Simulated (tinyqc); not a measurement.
Schottky barrier with interface states (Cowley-Sze model), image lowering and contact resistance: one step, computed by the program tinyqc. Command: `OMP_NUM_THREADS=1 python tinyqc.py 3025124 3025125 out.jsonl pinning walk`. One thread of a shared host (Intel(R) Xeon(R) Processor @ 2.30GHz), about 0.01 s of CPU time with the checks.

An n-type semiconductor under a metal. The barrier lies between the Schottky-Mott limit phi_M - chi and the Bardeen limit E_g - E_n, E_n being the neutrality level of the interface states; the space-charge term of the full Cowley-Sze expression is left out.

Problem. Depletion layer and image lowering under reverse bias. N_c = 2 M_c (2 pi m_e k_B T/h^2)^(3/2); xi = E_c - E_F solves N = N_c F_1/2(-xi/k_B T) (bisection; full ionisation). F_1/2(eta) = (2/sqrt(pi)) int_0^infinity sqrt(x)/(1 + exp(x - eta)) dx, by the trapezoid rule in t = sqrt(x) with step 0.02 up to t = 12 (for eta < -12 by exp(eta) - exp(2 eta)/2^(3/2)). V_bi = phi_B - xi; W = sqrt(2 eps_s eps_0 (V_bi + V_r - k_B T/e)/(e N)); field at the metal E_m = e N W/(eps_s eps_0); image lowering sqrt(e E_m/(4 pi eps_s eps_0)).

Inputs (values chosen for the exercise, with gap, mass and screening modelled on GaAs): dielectric constant eps_s = 12.7; electron mass m_e = 0.0675 m_0; valleys M_c = 1; donor density N = 3.1e+16 cm^-3; temperature T = 300 K; reverse bias V_r = 3.3 V.

Pinning factor from: interface states.

barrier phi_B = 0.9430846 eV

Constants: k_B = 8.617333262e-05 eV/K; m_0 = 9.1093837015e-31 kg; k_B = 1.380649e-23 J/K; h = 6.62607015e-34 J s; eps_0 = 8.8541878128e-12 F/m; e = 1.602176634e-19 C.

Give: N_c; xi; built-in voltage V_bi; depletion width W; field E_m; image lowering.

Solution.

N_c = 4.401e+17 cm^-3

xi = 0.06794 eV

built-in voltage V_bi = 0.8751 V

depletion width W = 433.5 nm

field E_m = 1.915e+05 V/cm

image lowering = 0.04659 eV
